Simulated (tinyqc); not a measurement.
Worked calculation: tight binding, dimerised chain. Computed by tinyqc, a small Python program that keeps every step. Settings: t1 = 2.17, t2 = 1.71, delta = 0.21, points = 6, cells = 5. Command: `OMP_NUM_THREADS=1 python tinyqc.py 25017 25018 out.jsonl` (the two numbers bound the seeds that draw the settings). One thread of a shared host (Intel(R) Xeon(R) Processor @ 2.60GHz), about 0.01 s of CPU time with the checks.

## Bloch Hamiltonian at k

Parameters chosen for this model:
```
parameter     value                      unit
t1         2.170000       eV, inside the cell
t2         1.710000         eV, between cells
delta      0.210000  eV, +/- on the two sites
```

k point k (2 pi / a): 0.130000

H_AA = +delta, H_BB = -delta, H_AB = -t1 - t2 exp(-i k a).

H(k) at k (eV):
```
                     A                    B
A             0.210000  -3.340576+1.246536i
B  -3.340576-1.246536i            -0.210000
```

## Levels at k

Diagonalise the Hermitian matrix.

eigenvalues (eV): -3.571750  3.571750

weights |c|^2 of the basis functions:
```
     band 1    band 2
A  0.470603  0.529397
B  0.529397  0.470603
```

## Bloch Hamiltonian at X

k point X (2 pi / a): 0.500000

As before.

H(k) at X (eV):
```
           A          B
A   0.210000  -0.460000
B  -0.460000  -0.210000
```

## Levels at X

As before.

eigenvalues (eV): -0.505668  0.505668

weights |c|^2 of the basis functions:
```
     band 1    band 2
A  0.292354  0.707646
B  0.707646  0.292354
```

## Bands along a path

The same steps at evenly spaced points between the labelled ones.

Bands along the path (eV):
```
k            band 1    band 2
G         -3.885679  3.885679
G-X 0.25  -3.595111  3.595111
G-X 0.50  -2.770758  2.770758
G-X 0.75  -1.558646  1.558646
X         -0.505668  0.505668
```

With 1 band(s) filled, the highest filled level on these points lies at X and the lowest empty one at X: a gap of 1.0113 eV, direct.

## Berry (Zak) phase of the lower band

On 6 points k_j = j/N: phase = -Im ln of the product of <u_j|u_(j+1)>, closed with u_N = u_0 (the cell-periodic part is taken without the site positions). Single arguments depend on the phases chosen for the u_j; only their sum modulo 2 pi does not.

Overlaps:
```
j  |<u_j|u_j+1>|  argument (rad)
0       0.974285       -0.214162
1       0.981008       -0.178166
2       0.906763        0.302805
3       0.906763        0.302805
4       0.981008       -0.178166
5       0.974285       -0.214162
```

phase / pi, folded into (-1, 1] = 0.056992

## Open chain of 5 cells

H of the open chain (eV), lower triangle:
```
            1          2          3          4          5          6          7          8
1    0.210000
2   -2.170000  -0.210000
3    0.000000  -1.710000   0.210000
4    0.000000   0.000000  -2.170000  -0.210000
5    0.000000   0.000000   0.000000  -1.710000   0.210000
6    0.000000   0.000000   0.000000   0.000000  -2.170000  -0.210000
7    0.000000   0.000000   0.000000   0.000000   0.000000  -1.710000   0.210000
8    0.000000   0.000000   0.000000   0.000000   0.000000   0.000000  -2.170000  -0.210000
9    0.000000   0.000000   0.000000   0.000000   0.000000   0.000000   0.000000  -1.710000
10   0.000000   0.000000   0.000000   0.000000   0.000000   0.000000   0.000000   0.000000

            9         10
9    0.210000
10  -2.170000  -0.210000
```

The same hoppings without the wrap-around bond.

levels (eV): -3.734347  -3.294195  -2.607396  -1.751273  -0.893789  0.893789  1.751273  2.607396  3.294195  3.734347

weights of the highest filled level on the sites: 0.100728  0.026062  0.114378  0.089546  0.095800  0.154642  0.055473  0.184631  0.016145  0.162597

The bulk gap runs from -0.5057 to 0.5057 eV; no level of this chain lies inside it.
